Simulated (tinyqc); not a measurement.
Inside a calculation. Method: power iteration on a symmetric matrix. Computed by tinyqc, a small Python program that keeps every step. Settings: method = power, shift = -0.34. Command: `OMP_NUM_THREADS=1 python tinyqc.py 20498 20499 out.jsonl` (the two numbers bound the seeds that draw the settings). One thread of a shared host (Intel(R) Xeon(R) Processor @ 2.60GHz), about 0.01 s of CPU time with the checks.

A:
```
,1,2,3,4
1,0.4250,-0.1750,0.0610,-0.3620
2,-0.1750,1.6440,0.0050,0.1200
3,0.0610,0.0050,1.8010,0.3030
4,-0.3620,0.1200,0.3030,2.0700
```

Stop when the residual |A v - lambda v| is below 1e-9.

Steps:
```
step,lambda,residual
1,2.125722,4.64e-01
2,2.253927,2.49e-01
3,2.293722,1.72e-01
4,2.313019,1.24e-01
5,2.323004,8.93e-02
6,2.328141,6.39e-02
7,2.330763,4.56e-02
8,2.332094,3.25e-02
9,2.332769,2.31e-02
10,2.333111,1.64e-02
11,2.333283,1.17e-02
12,2.333371,8.31e-03
13,2.333415,5.91e-03
14,2.333437,4.20e-03
15,2.333448,2.99e-03
16,2.333454,2.12e-03
17,2.333457,1.51e-03
18,2.333458,1.07e-03
19,2.333459,7.64e-04
20,2.333460,5.44e-04
21,2.333460,3.87e-04
22,2.333460,2.76e-04
23,2.333460,1.96e-04
24,2.333460,1.40e-04
25,2.333460,9.96e-05
26,2.333460,7.10e-05
27,2.333460,5.06e-05
28,2.333460,3.61e-05
29,2.333460,2.58e-05
30,2.333460,1.84e-05
```

Can the last value be used, and what does the course show?

Not by the stop rule, although the second column moves by less than 1e-07 over the last three steps. Not converged in 30 steps: the residual falls only by the ratio of the two largest distances of eigenvalues from the shift, 0.77 a step. all eigenvalues, for comparison: 0.3224  1.5602  1.7239  2.3335.
